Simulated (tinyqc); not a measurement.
Sp3 tight binding, zinc-blende lattice, step by step. One step of it, computed by the program tinyqc.

Task: Bloch Hamiltonian at X. Slater-Koster rules over the four bonds with direction cosines (l, m, n): ss V_ss; s-px l V_sp; px-s -l V_sp; px-px l^2 V_pps + (1 - l^2) V_ppp; px-py l m (V_pps - V_ppp); each times exp(i k.d).

Parameters chosen for this model: zinc-blende lattice, anion at 0, cation at a/4 (1,1,1); V = eta hbar^2 / (m d^2), hbar^2/m = 7.619964 eV angstrom^2:
```
parameter          value      unit
a               5.870000  angstrom
d               2.541785  angstrom
Es anion      -18.280000        eV
Ep anion       -9.670000        eV
Es cation      -9.240000        eV
Ep cation      -4.950000        eV
eta ss         -1.320000
eta sp          1.420000
eta pp sigma    2.220000
eta pp pi      -0.630000
V ss           -1.556859        eV
V sp            1.674803        eV
V pp sigma      2.618354        eV
V pp pi        -0.743047        eV
```

k point X (2 pi / a): 1  0  0

Give: H(k) at X.

Result:

H(k) at X (eV), lower triangle (Hermitian):
```
               a s          a px          a py          a pz
a s        -18.280
a px         0.000        -9.670
a py         0.000         0.000        -9.670
a pz         0.000         0.000         0.000        -9.670
c s          0.000  0.000+3.868i         0.000         0.000
c px  0.000-3.868i         0.000         0.000         0.000
c py         0.000         0.000         0.000  0.000-4.482i
c pz         0.000         0.000  0.000-4.482i         0.000

         c s    c px    c py    c pz
c s   -9.240
c px   0.000  -4.950
c py   0.000   0.000  -4.950
c pz   0.000   0.000   0.000  -4.950
```
